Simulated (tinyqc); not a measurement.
Yield per ion against the flux ratio: ion-assisted plasma etching: sheath, surface coverage, synergy and aspect-ratio dependence. Computed by tinyqc, a small Python program. Command: `OMP_NUM_THREADS=1 python tinyqc.py 3019469 3019470 out.jsonl etch walk`. One thread of a shared host (Intel(R) Xeon(R) Processor @ 2.30GHz), about 0.07 s of CPU time with the checks.

Radicals adsorb on bare sites; ions remove covered sites with a high yield and bare sites by sputtering; a slow spontaneous reaction acts everywhere, walls included.

Inputs (values chosen for the exercise, close to those used for silicon in a halogen plasma):

| quantity | value | unit |
|---|---|---|
| plasma density n_e | 1.4e+11 | 1/cm^3 |
| electron temperature T_e | 3.3 | eV |
| ion mass M_i | 71 | u |
| sheath voltage V | 450 | V |
| radical density n | 1.3e+14 | 1/cm^3 |
| radical mass M_n | 35.5 | u |
| gas temperature T_g | 600 | K |
| sticking coefficient s | 0.76 | - |
| radicals per removed unit x | 2 | - |
| yield slope b | 0.34 | eV^(-1/2) |
| threshold E_th | 9.8 | eV |
| sputter slope b_p | 0.012 | eV^(-1/2) |
| sputter threshold E_p | 39 | eV |
| spontaneous reaction probability k_c | 0.00067 | - |
| solid density N | 5e+22 | 1/cm^3 |
| ion temperature T_i | 0.51 | eV |

Feature: round hole.

Constants: e = 1.602176634e-19 C; u = 1.6605390666e-27 kg; k_B = 1.380649e-23 J/K; eps_0 = 8.8541878128e-12 F/m.

Method:
- Bohm speed u_B = sqrt(e T_e/M_i); ion flux G_i = 0.61 n_e u_B; radical flux G_n = n c/4 with c = sqrt(8 k_B T_g/(pi M_n)).
- Debye length lambda_D = sqrt(eps_0 T_e/(e n_s)) with n_s = 0.61 n_e, T_e in volts; Child-law sheath d = (sqrt2/3) lambda_D (2 V/T_e)^(3/4); ion energy E = V + T_e/2; angular spread = arctan(sqrt(T_i/E)).
- Yields: Y = b (sqrt(E) - sqrt(E_th)) on covered sites, Y_p = b_p (sqrt(E) - sqrt(E_p)) on bare ones (zero below threshold).
- Steady coverage: s G_n (1 - theta) = x Y G_i theta; removal flux = Y G_i theta + Y_p G_i (1 - theta) + k_c G_n; rate = flux/N, 1 cm/s = 6e8 nm/min.
- The ion flux is fixed and the radical flux set by the ratio; the removal per ion is the removal flux over G_i.

yield Y = 6.16133

sputter yield Y_p = 0.180085

ion flux G_i = 1.80849e+16 1/(cm^2 s)

Open field:

| G_n/G_i | theta | rate (nm/min) | removal per ion |
|---|---|---|---|
| 0.3 | 0.01817 | 62.7 | 0.2889 |
| 1 | 0.05809 | 114.6 | 0.5282 |
| 3 | 0.15614 | 242.2 | 1.1160 |
| 10 | 0.38148 | 535.7 | 2.4685 |
| 30 | 0.64915 | 886.1 | 4.0829 |
| 100 | 0.86048 | 1170.6 | 5.3938 |
| 300 | 0.94872 | 1314.2 | 6.0556 |
| 1000 | 0.98404 | 1461.8 | 6.7359 |
| 3000 | 0.99462 | 1766.4 | 8.1392 |

What follows from these numbers?

Coverage reaches one half at G_n/G_i = x Y/s = 16.2. Below that the ion-assisted part follows the radical flux, on top of the sputter floor Y_p = 0.180; above it the ion-assisted part saturates at Y = 6.16 per ion, and the further rise to 8.14 comes from the spontaneous reaction, which costs anisotropy.
